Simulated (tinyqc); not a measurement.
A six-terminal Hall bar with edge channels and a constriction, Landauer-Buettiker equations: one step of the calculation.

Contacts 1 (source) and 4 (drain) end the bar; 2 and 3 lie on the upper edge, 6 and 5 on the lower edge, with a constriction between 2 and 3 (and between 6 and 5). Carriers run 1 to 2 to 3 to 4 to 5 to 6 to 1 in M channels. The constriction passes Tc from 2 to 3 and from 5 to 6, and turns M - Tc from 2 to 6 and from 5 to 3. Signs are those of positive carriers; V4 = 0.

Problem. Resistances. R(a,b) = (V_a - V_b)/I.

Parameters, values chosen for the exercise:
```
symbol,value,unit,meaning
Tc,4,,summed transmission of the constriction
I,50,nA,current from contact 1 to contact 4
```

V, contact 1 to 6 (uV): [322.66009, 322.66009, 322.66009, 0.00000, 0.00000, 0.00000]

Wanted: resistances.

Solution.

resistances (kohm): R(1,4) 6.4532, R(2,3) 0.0000, R(2,6) 6.4532, R(2,5) 6.4532, R(3,6) 6.4532

In units of h/q^2: R(1,4) = R(2,5) = 1/Tc, R(2,3) = 1/Tc - 1/M, R(2,6) = 1/M, R(3,6) = 2/M - 1/Tc.

tinyqc, about 0.01 s, one thread, Intel Xeon 2.30GHz (shared host): `OMP_NUM_THREADS=1 python tinyqc.py 2700127 2700128 out.jsonl`
